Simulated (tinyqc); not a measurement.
Planar metal-insulator-metal capacitor: capacitance, non-linearity, leakage and relaxation: one step of the calculation.

A film between two metal electrodes, each interface adding a series capacitance ci. The small-signal permittivity is ek (1 + aq E^2); the field is found with the linear permittivity. Leakage J = J0 sinh(E/Ef). After a voltage step the film passes a relaxation current kr C V tt^(-nr), tt being the time in seconds.

Task. Planar capacitance, field and non-linearity. Planar film: Cf = eps0 ek/t, 1/C = 1/Cf + 2/ci, EOT = 3.9 eps0/C, effective permittivity C t/eps0, E = (V/t) C/Cf; quadratic coefficient [C(V)/C - 1]/V^2 with Cf (1 + aq E^2) in C(V).

Parameters, values chosen for the exercise; permittivity of the order of that of strontium titanate: relative permittivity of the film ek = 137; film thickness t = 9 nm; capacitance of each electrode interface (dead layer and screening) ci = 1000 uF/cm^2; quadratic field coefficient of the permittivity aq = -0.025 cm^2/MV^2; bias V = 1 V; leakage prefactor J0 = 7.8e-11 A/cm^2; field for an e-fold rise of the leakage Ef = 0.28 MV/cm.

Constants: eps0 = 8.8541878128e-14 F/cm where lengths are in cm. Results are converted to the units shown.

Wanted: Cf; C; EOT; effective permittivity; E; quadratic coefficient; J.

Result.

Cf = 13.478 uF/cm^2
C = 13.124 uF/cm^2
EOT = 0.26311 nm
effective permittivity = 133.40
E = 1.0819 MV/cm
quadratic coefficient = -28519 ppm/V^2
J = 1.8579e-9 A/cm^2

The interfaces take 2.62 % of the voltage.

tinyqc, about 0.01 s, one thread, Intel Xeon 2.30GHz (shared host): `OMP_NUM_THREADS=1 python tinyqc.py 2102058 2102059 out.jsonl`
